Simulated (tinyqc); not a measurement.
Schottky diode by the thermionic emission-diffusion theory: two steps of the calculation.

Metal on an n-type semiconductor with one parabolic valley; V > 0 is forward bias (metal positive). The band bends as a parabola over the depletion layer, by Vd = Vbi - V; no image force. Carriers drift and diffuse up to the interface and leave it with the velocity vR.

Values chosen for this exercise; band and dielectric values close to those of gallium nitride:
```
symbol,value,unit,meaning
T,300,K,temperature
me,0.203,m0,electron mass
eps_r,9.35,,relative permittivity
mun,1000,cm^2/(V s),electron mobility
phi,1.34,eV,barrier height seen from the metal
Nd,6.6e15,cm^-3,donor density
V,0.63,V,bias
```

Constants: q = 1.602176634e-19 C, kB = 1.380649e-23 J/K, h = 6.62607015e-34 J s, m0 = 9.1093837015e-31 kg, Vt = kB T/q, eps0 = 8.8541878128e-14 F/cm where lengths are in cm. Results are converted to the units shown.

Problem 1. Emission velocity. A* = 4 pi q me m0 kB^2/h^3 (times 1e-4 for A/(cm^2 K^2)); Nc = 2 (2 pi me m0 kB T/h^2)^1.5 (times 1e-6 for cm^-3); Vbi = phi - Vt ln(Nc/Nd); vR = A* T^2/(q Nc).

Give: A*; Nc; Vbi; vR.

Solution 1.

A* = 24.40 A/(cm^2 K^2)
Nc = 2.295e18 cm^-3
Vbi = 1.189 V
vR = 5.971e6 cm/s

vR equals sqrt(kB T/(2 pi me m0)).

Problem 2. Diffusion velocity. LD = sqrt(eps0 eps_r Vt/(q Nd)), a = sqrt((Vbi - V)/Vt), D(a) = exp(-a^2) int_0^a exp(s^2) ds (Dawson), vD = mun Vt/(sqrt(2) LD D(a)). For large a, vD tends to mun times the surface field sqrt(2 q Nd (Vbi - V)/(eps0 eps_r)).

Vbi = 1.1887271 V

Give: LD; a; D(a); vD; mun times the surface field.

Solution 2.

LD = 44.99 nm
a = 4.649
D(a) = 0.1102
vD = 3.686e7 cm/s
mun times the surface field = 3.778e7 cm/s

Numbers from tinyqc (`OMP_NUM_THREADS=1 python tinyqc.py 2640033 2640034 out.jsonl`; about 0.01 s on one thread of a shared Intel Xeon 2.30GHz).
